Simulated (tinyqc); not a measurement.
Grain-boundary trapping model (Seto) of a polycrystalline semiconductor film: one step, computed by the program tinyqc. Command: `OMP_NUM_THREADS=1 python tinyqc.py 3030399 3030400 out.jsonl poly walk`. One thread of a shared host (Intel(R) Xeon(R) Processor @ 2.30GHz), about 0.01 s of CPU time with the checks.

Grains of equal size L are joined by thin boundaries with one trap level. Trapped carriers deplete a width W on each side and raise a barrier, crossed by thermionic emission. Dopants are fully ionised, statistics are non-degenerate and mu_g does not depend on T.

Task: Activation energy. N_c(T) = N_c (T/300 K)^(3/2). Filled traps Q = Q_t/(1 + (1/2) exp((E_t* - E_F)/k_B T)), where E_t* = e V_B - E_t and E_F are counted from the band edge at the grain centre. Partial depletion: Q = 2 N W, V_B = e N W^2/(2 eps eps_0), E_F = k_B T ln(N/N_c); solve for W. If that W would exceed L/2 the grain is fully depleted: W = L/2, Q = N L, and E_F follows from the trap equation. Centre density n_0 = N_c exp(E_F/k_B T). Boundary: sigma_b = L e^2 n_0 exp(-e V_B/k_B T)/sqrt(2 pi m k_B T); drift through the grain, depleted parts included: rho_g = [(1 - 2W/L) + (2W/L) int_0^1 exp(y^2 s^2) ds]/(e n_0 mu_g); rho = 1/sigma_b + rho_g. Mean carrier density n_av = n_0 [(1 - 2W/L) + (2W/L) (sqrt(pi)/2) erf(y)/y], y = sqrt(e V_B/k_B T); effective mobility 1/(e n_av rho). E_a = d ln(rho)/d(1/k_B T) from T - 5 K and T + 5 K; temperature coefficient d ln(rho)/dT.

Inputs (values chosen for the exercise, modelled on polycrystalline germanium): permittivity eps = 16; effective mass m = 0.19 m_0; effective density of states at 300 K, N_c = 6.1e+18 1/cm^3; grain size L = 200 nm; trap density Q_t = 2.8e+12 1/cm^2; trap level E_t below the band edge = 0.21 eV; doping N = 1.6e+16 1/cm^3; mobility inside the grains mu_g = 450 cm^2/(V s); temperature T = 300 K.

Grain interior: resistance included.

Constants: k_B = 8.617333262e-05 eV/K; e = 1.602176634e-19 C; eps_0 = 8.8541878128e-12 F/m; m_0 = 9.1093837015e-31 kg; k_B = 1.380649e-23 J/K.

Give: activation energy E_a; temperature coefficient.

Result:

activation energy E_a = 0.2247 eV

temperature coefficient = -2.898 %/K
